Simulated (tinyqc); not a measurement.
Thermoelectric coefficients with energy filtering, Landauer integrals: two steps of the calculation.

Bulk parabolic band, x = (E - Ec)/kB T, C = hbar^2/(2 m0), kB T in eV. Modes per area gv m kB T x/(4 pi C) times the back-scattering length l0 x^rr give the transport function s0 X(x), s0 = (2 q^2/h) gv m kB T l0/(4 pi C), X = x^(1 + rr), multiplied by tb for x < xb. I_k = int X (x - eta)^k w dx, w = 1/(4 cosh^2((x - eta)/2)).

Inputs (values chosen for the exercise):
```
symbol,value,unit,meaning
T,300,K,temperature
m,0.25,m0,mass of one valley
gv,2,,valleys
l0,5.3,nm,back-scattering length at x = 1
rr,0.5,,energy exponent of that length
eta,3.6,,reduced Fermi level (EF - Ec)/kB T
xb,2.8,,"barrier height over kB T, above Ec"
tb,0.05,,share of the transport function left below the barrier
xa,0,,lower end of the grid
xe,14,,upper end of the grid
nE,13,,points of the grid
```

Constants: q = 1.602176634e-19 C, kB = 1.380649e-23 J/K, hbar = 1.054571817e-34 J s, h = 6.62607015e-34 J s, m0 = 9.1093837015e-31 kg, Vt = kB T/q, hbar^2/(2 m0) = 0.0380998212 eV nm^2. Results are converted to the units shown.

Question 1. The three integrals on a coarse grid. Simpson's rule on nE equally spaced points from xa to xe.

Give: x; X; w; X w; I_0, I_1, I_2 on this grid.

Answer 1.

```
point      x        X         w       X w
0       0.00        0   0.02589         0
1       1.17  0.06301   0.07416  0.004673
2       2.33   0.1782    0.1715   0.03056
3       3.50    6.548    0.2494     1.633
4       4.67    10.08    0.1905     1.920
5       5.83    14.09   0.08743     1.232
6       7.00    18.52   0.03125    0.5788
7       8.17    23.34   0.01018    0.2376
8       9.33    28.51  0.003215   0.09168
9      10.50    34.02  0.001006   0.03422
10     11.67    39.85  3.136e-4   0.01250
11     12.83    45.97  9.771e-5  0.004492
12     14.00    52.38  3.043e-5  0.001594
```

I_0, I_1, I_2 on this grid: 6.942  9.714  30.45

Question 2. Coefficients of the electrons. sigma = s0 I_0, S = -(kB/q) I_1/I_0, Lorenz number L = (kB/q)^2 [I_2/I_0 - (I_1/I_0)^2], kappa_e = L sigma T.

converged I_0, I_1, I_2: 6.8096132  9.8890218  30.708699

Find: s0; sigma; S; L; kappa_e.

Answer 2.

s0 = 110.9 S/cm
sigma = 755.0 S/cm
S = -125.1 uV/K
L = 1.783 x 1e-8 V^2/K^2
kappa_e = 0.4038 W/(m K)

L is 27 % below the Sommerfeld value (pi^2/3)(kB/q)^2 = 2.443e-8 V^2/K^2.

Range of the model: Parabolic bands, elastic scattering and a fixed kL make these model figures, not those of a material.

tinyqc, about 0.03 s, one thread, Intel Xeon 2.30GHz (shared host): `OMP_NUM_THREADS=1 python tinyqc.py 2800131 2800132 out.jsonl`
